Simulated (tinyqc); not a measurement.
The first four gaps: longitudinal sound in a periodic multilayer: transfer matrices, stop bands and folded phonons. Computed by tinyqc, a small Python program. Command: `OMP_NUM_THREADS=1 python tinyqc.py 3021069 3021070 out.jsonl multilayer walk`. One thread of a shared host (Intel(R) Xeon(R) Processor @ 2.30GHz), about 0.01 s of CPU time with the checks.

Layers 1 and 2 repeat with period d = d_1 + d_2; waves travel normal to the layers, without loss. State vector (u, s): displacement u and stress divided by omega. Impedances Z = rho v are in 1e6 kg/(m^2 s).

Inputs (values chosen for the exercise, modelled on copper (layer 1), tantalum (layer 2) and gallium arsenide (substrate)):
```
quantity            value    unit
density rho_1        9.11  g/cm^3
velocity v_1         4750     m/s
thickness d_1         188      nm
density rho_2        16.7  g/cm^3
velocity v_2         4100     m/s
thickness d_2         164      nm
substrate density     5.3  g/cm^3
substrate velocity   4800     m/s
```

Method:
- Z = rho v; interface reflection r = (Z_2 - Z_1)/(Z_2 + Z_1) (stress amplitude, from 1 into 2); Bragg frequency f_B = 1/[2 (d_1/v_1 + d_2/v_2)]; long-wave velocity v_eff = d/sqrt[(d_1/v_1)^2 + (d_2/v_2)^2 + (Z_1/Z_2 + Z_2/Z_1)(d_1/v_1)(d_2/v_2)].
- A layer maps (u, s) by [[cos p, sin p/Z], [-Z sin p, cos p]], p = 2 pi f d_i/v_i; one period is M = M_2 M_1, and cos(q d) = trace(M)/2.
- Gap m contains m f_B; its edges, where trace(M)/2 = (-1)^m, are found by root search. Weak-contrast estimate of the width: (4 f_B/pi) |r sin(m pi a)|, a = (d_1/v_1)/(d_1/v_1 + d_2/v_2).

Bragg frequency f_B = 6.28307 GHz

Z_1 = 43.2725

Z_2 = 68.47

interface reflection r = 0.225496

Stop bands (GHz):
```
m  lower edge  upper edge   width  weak-contrast estimate
1       5.373       7.193  1.8195                  1.8039
2      12.551      12.581  0.0300                  0.0300
3      17.940      19.759  1.8190                  1.8034
4      25.102      25.162  0.0600                  0.0600
```

With a = 0.497, gap 1 is the widest and gap 2 the narrowest: the layers are near a quarter wave each at f_B, so the even gaps almost close. The weak-contrast estimate misses the first width by -0.9 % at |r| = 0.23. Odd gaps open at the edge of the folded zone (q = pi/d), even ones at its centre.
